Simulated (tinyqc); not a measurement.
The same layer on three faces: model-solid line-up of a strained alloy layer on a substrate.

All values of the alloy are linear in x but the gap, Eg(x) = (1 - x) Eg_A + x Eg_B - C x (1 - x), and the valence edge, Ev(x) = (1 - x) Ev_A + x Ev_B + fv C x (1 - x); Ec = Ev + Eg. Ev is the top of the unstrained valence band on a scale common to all materials. In the layer only the Gamma valley of the conduction band is followed, also where an X or L valley would lie lower.

Coherent growth: e_par = (a_s - a)/a. (001): e_perp = -2 (C12/C11) e_par; exx = eyy = e_par, ezz = e_perp, no shear. (111): e_perp = -(2 C11 + 4 C12 - 4 C44)/(C11 + 2 C12 + 4 C44) e_par; exx = eyy = ezz = (2 e_par + e_perp)/3 and exy = eyz = ezx = (e_perp - e_par)/3. (110): e_perp = -(C11 + 3 C12 - 2 C44)/(C11 + C12 + 2 C44) e_par; exx = eyy = (e_par + e_perp)/2, ezz = e_par, exy = (e_perp - e_par)/2, eyz = ezx = 0.

Strained edges: Ec + ac tr(e); the valence edges are Ev plus the levels of the 6 x 6 matrix of X, Y, Z times spin with -Dso/3 + l exx + m (eyy + ezz) on the diagonal (cyclic), n exy off it, l = av + 2 b, m = av - b, n = sqrt(3) d. Spin-orbit term (Dso/3) L.sigma on X, Y, Z with (L_k)_ij = -i epsilon_kij: <X+|H|Y+> = -i Dso/3, <X+|H|Z-> = Dso/3, <Y+|H|Z-> = -i Dso/3, <Z+|H|X-> = -Dso/3, <Z+|H|Y-> = i Dso/3, <X-|H|Y-> = i Dso/3, and their conjugates; + and - are the spin along z.

Inputs chosen for the exercise (A near GaAs, B near InAs, substrate near InP; not measured data): a = (5.661, 6.051) angstrom (lattice constant of A, B); Eg = (1.522, 0.422) eV (gap at Gamma to the s-like level of A, B); Dso = (0.346, 0.386) eV (spin-orbit splitting of A, B); Ev = (-0.8, -0.59) eV (top of the unstrained valence band of A, B); ac = (-7.24, -5.14) eV (conduction deformation potential of A, B); av = (1.16, 1) eV (valence hydrostatic potential of A, B); b = (-2.01, -1.79) eV (tetragonal shear potential of A, B); d = (-4.76, -3.55) eV (trigonal shear potential of A, B); C11 = (123.4, 82.6) GPa (of A, B); C12 = (56.5, 45.3) GPa (of A, B); C44 = (60.4, 39.4) GPa (of A, B); C = 0.497 eV (bowing of the gap); fv = 0.3 (share of the bowing taken by the valence edge); a_s = 5.876 angstrom (substrate); x = 0.18 (fraction of B).

Composition and substrate are kept.

Cases:

| face |
|---|
| (001) |
| (111) |
| (110) |

Rank the cases by gap (eV), lowest first.

Answer: (111), (110), (001).

Results:

| face | e_perp (%) | tr(e) (%) | shift of Ec (meV) | shift of Ev (meV) | valence splitting (meV) | gap (eV) |
|---|---|---|---|---|---|---|
| (001) | -2.372 | 2.681 | -184.0 | 165.0 | 231.2 | 0.9016 |
| (111) | -1.251 | 3.802 | -260.9 | 182.0 | 238.0 | 0.8078 |
| (110) | -1.480 | 3.573 | -245.2 | 178.7 | 235.8 | 0.8268 |

The layer yields most along the normal on (001) and least on (111), so the volume change, and with it the shift of Ec, is largest on (111). The valence splitting, set by b on (001), by d on (111) and by both on (110), is largest on (111). The gaps span 94 meV, from (111) to (001).

(tinyqc, `OMP_NUM_THREADS=1 python tinyqc.py 1051518 1051519 out.jsonl`, Intel(R) Xeon(R) Processor @ 2.30GHz, 1 thread, shared host, about 0.01 s.)
